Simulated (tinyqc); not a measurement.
# Changing the backscatter ratio eta

Model: electron-beam lithography: double-Gaussian proximity function, edge placement and dose correction for parallel lines. Computed by tinyqc, a small Python program. Command: `OMP_NUM_THREADS=1 python tinyqc.py 3114256 3114257 out.jsonl proximity sweep`. One thread of a shared host (Intel(R) Xeon(R) Processor @ 2.30GHz), about 0.01 s of CPU time with the checks.

Lines are infinitely long. Absorbed energy is counted so that the middle of a very large area written at dose 1 receives 1; the resist develops where it exceeds 1/2.

Inputs (values chosen for the exercise, of the order of those for 20 keV electrons in resist on silicon):

| quantity | value | unit |
|---|---|---|
| forward range alpha | 0.0084 | micrometre |
| backscatter range beta | 2.3 | micrometre |
| base dose D0 | 84 | microcoulomb/cm^2 |
| width of the test line | 0.046 | micrometre |
| pattern density around the test line | 0.44 | - |

line widths (micrometre): 0.043  0.052  0.27  0.063  0.034

gaps between the lines (micrometre): 0.087  0.96  0.076  0.12

Method:
- The first line starts at x = 0; each next one starts after the width and the gap.
- f(r) = [exp(-r^2/alpha^2)/alpha^2 + eta exp(-r^2/beta^2)/beta^2]/(pi (1 + eta)). A line from a to b at dose d gives E(x) = d [S(alpha) + eta S(beta)]/(1 + eta), S(s) = [erf((b - x)/s) - erf((a - x)/s)]/2.
- M_ij is the mean of E at the two edges of line i from line j at dose 1.
- Uncorrected edge energies are M 1. Solve M d = 1/2 for the doses d that put the mean edge energy of every line at the threshold.
- A test line of width w << beta in surroundings of density rho, all at dose d: near its edge E(x) = d [S + eta rho]/(1 + eta), S = [erf((b - x)/alpha) - erf((a - x)/alpha)]/2 for edges a and b, the second term being the background energy. Dose to size d_s = (1 + eta)/(erf(w/alpha) + 2 eta rho), dose = d_s D0; edge slope d [1 - exp(-w^2/alpha^2)]/(sqrt(pi) alpha (1 + eta)); width change per 1 % of dose = 2 x 0.01 x (1/2)/slope.

One run for each value:

| backscatter ratio eta | largest over smallest dose | dose to size d_s | width change per 1 % of dose (nm) |
|---|---|---|---|
| 0.1 | 1.0039 | 1.0110 | 0.16199 |
| 0.3 | 1.0118 | 1.0285 | 0.18819 |
| 0.5 | 1.0196 | 1.0417 | 0.21440 |
| 0.7 | 1.0273 | 1.0520 | 0.24060 |
| 0.9 | 1.0351 | 1.0603 | 0.26680 |
| 1.1 | 1.0429 | 1.0671 | 0.29301 |
| 1.3 | 1.0506 | 1.0728 | 0.31921 |
| 1.5 | 1.0583 | 1.0776 | 0.34542 |
| 1.7 | 1.0660 | 1.0817 | 0.37162 |

Over the rows, largest over smallest dose rises from 1.00 to 1.07 (exponent d ln y / d ln x 0.0071 between the first rows and 0.058 between the last); dose to size d_s rises from 1.01 to 1.08 (exponent d ln y / d ln x 0.016 between the first rows and 0.031 between the last); width change per 1 % of dose (nm) rises from 0.162 to 0.372 (exponent d ln y / d ln x 0.14 between the first rows and 0.58 between the last).

Extremes, crossings and ranges named in words are read from the listed rows.
